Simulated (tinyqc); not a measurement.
Six-band hole subbands of a thin body in a field: sweeps and comparisons. A value that a table varies takes the place of the one given here.

Basis X, Y, Z times spin, hole energies counted downwards from the unstrained edge (the hydrostatic shift is left out), c = hbar^2/2m0. For a symmetric tensor T let C(T) have C_XX = L Txx + M (Tyy + Tzz), C_XY = N Txy (cyclic), L = c (g1 + 4 g2), M = c (g1 - 2 g2), N = 6 c g3. k = q + kz n, n the unit normal, q = k1 u + k2 v with u along the channel [1-10] and v = n x u. H = C(k k^T) + (Dso/3)(1 - L.sigma) - B + e F z with (L_k)_ij = -i epsilon_kij; B is the block C built from the traceless strain with 2b, -b and sqrt(3) d in place of L, M, N. Strain: exx = eyy = (s11 + s12) sx/2, ezz = s12 sx, exy = -s44 sx/4. Hard walls at z = 0 and t; basis sin(j pi z/t), j = 1 to Nz: kz^2 = (j pi/t)^2, kz = -i D with D_jl = 4 j l/(t (j^2 - l^2)), z_jj = t/2 and z_jl = -8 t j l/(pi (j^2 - l^2))^2 for j + l odd; 1 MV/cm = 0.01 eV/angstrom.

Nz = 14. E1 is the top subband at q = 0, gap the distance to the next pair, and the masses are c q^2/(E(q) - E1) at |q| = 0.02 1/angstrom (mean of the spin pair) along the channel [1-10] and across it in the plane; a dash marks a band that does not rise.

Constants: hbar^2/2m0 = 3.80998211 eV angstrom^2.

Parameters, chosen for this exercise (near those of a p-type Ge channel; not measured data):
- g1 = 13.32 (Luttinger gamma1)
- g2 = 4.22 (gamma2)
- g3 = 5.7 (gamma3)
- Dso = 0.287 eV (spin-orbit splitting)
- b = -2.58 eV (tetragonal potential)
- d = -5.31 eV (trigonal potential)
- S = (9.8, -2.69, 14.77) 1/TPa (compliances s11, s12, s44)
- face = 111 (surface)
- t = 70 angstrom (body thickness)
- F = 0.5 MV/cm (field across the body)
- sx = 1 GPa (stress along the channel [1-10], negative in compression)

## Stress along the channel

Each row has its own sx.

Results:
```
sx (GPa)  E1 (meV)  gap (meV)  m channel  m across
-3.0          39.1      100.2      0.041     0.281
-2.0          79.3       99.9      0.046     0.203
-1.0         112.6       99.5      0.057     0.133
-0.5         124.7       99.5      0.068     0.105
0.0          132.7       99.6      0.083     0.084
0.5          136.0       99.5      0.106     0.070
1.0          134.9       99.3      0.134     0.060
```

Under 2 GPa of compression the channel mass goes from 0.083 to 0.046 m0, the mass across from 0.084 to 0.203; the gap to the next subband is 100, 100 and 99 meV at -2, 0 and +1 GPa. The lightest channel mass of the table, 0.041 m0, is at -3.0 GPa.

## Surface orientation and number of bands

Three faces, six bands; and four bands, with Dso set to 1000 eV.

Results:
```
case           E1 (meV)  gap (meV)  m channel  m across
(001) 6 bands     189.2      108.5      0.217     0.069
(001) 4 bands     194.7      124.5      0.129     0.077
(110) 6 bands     151.1       74.5      0.069     0.098
(110) 4 bands     156.1      110.7      0.066     0.092
(111) 6 bands     134.9       99.3      0.134     0.060
(111) 4 bands     142.3       99.3      0.081     0.068
```

With six bands the top subband is shallowest on (111) (134.9 meV) and deepest on (001). Without the stress E1 would be 181.4, 128.5 and 132.7 meV, so the stress moves it by 7.8, 22.6 and 2.2 meV. The lightest channel mass is on (110) (0.069 m0). Dropping the split-off band moves E1 by 5.5, 5.0 and 7.3 meV and the gap by 16.0, 36.2 and 0.0 meV on the three faces, with Dso = 287 meV.

## What each parameter does

Six bands. Each row changes one parameter from the base and keeps the others.

Results:
```
case             E1 (meV)  gap (meV)  m channel (m0)  m across (m0)
base                134.9       99.3           0.134          0.060
t = 80 angstrom     134.9       98.6           0.137          0.062
F = 0.8 MV/cm       184.1      135.1           0.134          0.062
sx = 0.5 GPa        136.0       99.5           0.106          0.070
g3 = 5.3            150.9      112.7           0.124          0.057
g2 = 4.85           134.9       99.3           0.138          0.062
Dso = 0.43 eV       137.2       99.3           0.114          0.063
d = -4.25 eV        134.5       99.4           0.127          0.062
```

The largest shifts from the base row, up to three for each result and ties (the steps differ in size, so this ranks the rows, not the parameters). E1 (meV): F +49.2, g3 +16.0, Dso +2.3; unchanged at the printed digits by t and g2. gap (meV): F +35.7, g3 +13.4, t -0.7; unchanged at the printed digits by g2 and Dso. m channel (m0): sx -0.029, Dso -0.020, g3 -0.010; unchanged at the printed digits by F. m across (m0): sx +0.009, g3 -0.004, Dso +0.002, F +0.002, g2 +0.002.

Computed by tinyqc, a small Python program: `OMP_NUM_THREADS=1 python tinyqc.py 1251945 1251946 out.jsonl` (the numbers bound the seed that draws the inputs); one thread of a shared host (Intel(R) Xeon(R) Processor @ 2.30GHz), about 0.4 s for the whole set of steps.
